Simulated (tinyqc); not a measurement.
Heavy and light holes: cyclotron masses of warped hole bands.

Parameters, chosen for this exercise (near those of Ge; not measured data): g1 = 13.41 (Luttinger gamma1); g2 = 4.24 (gamma2); g3 = 5.69 (gamma3); ths = (0, 15, 30, 45, 60, 75, 90) degrees (angles).

E = c k^2 f(n) with f = g1 -/+ 2 sqrt(g2^2 + 3 (g3^2 - g2^2)(nx^2 ny^2 + ny^2 nz^2 + nz^2 nx^2)). For the orbit through k = 0 perpendicular to b = (sin(theta)/sqrt2, sin(theta)/sqrt2, cos(theta)), mc is the mean of 1/f over the directions n in that plane (180 evenly spaced angles). Quantum effects of the lowest levels are left out.

Cyclotron masses (m0):

| theta (degrees) | heavy | light |
|---|---|---|
| 0 | 0.2775 | 0.0434 |
| 15 | 0.2937 | 0.0430 |
| 30 | 0.3349 | 0.0422 |
| 45 | 0.3681 | 0.0415 |
| 60 | 0.3722 | 0.0415 |
| 75 | 0.3677 | 0.0418 |
| 90 | 0.3660 | 0.0420 |

The heavy mass varies by 34 % over the table, with its largest listed value at 60 degrees ([111] lies at 54.7) and its smallest at 0; the light mass varies by 4.8 %. The warping term enters both with the same size, but it is set against a small inverse mass in one and a large one in the other (along [111], g1 - 2 g3 = 2.03 and g1 + 2 g3 = 24.79).

(tinyqc, `OMP_NUM_THREADS=1 python tinyqc.py 1252783 1252784 out.jsonl`, Intel(R) Xeon(R) Processor @ 2.30GHz, 1 thread, shared host, about 0.01 s.)
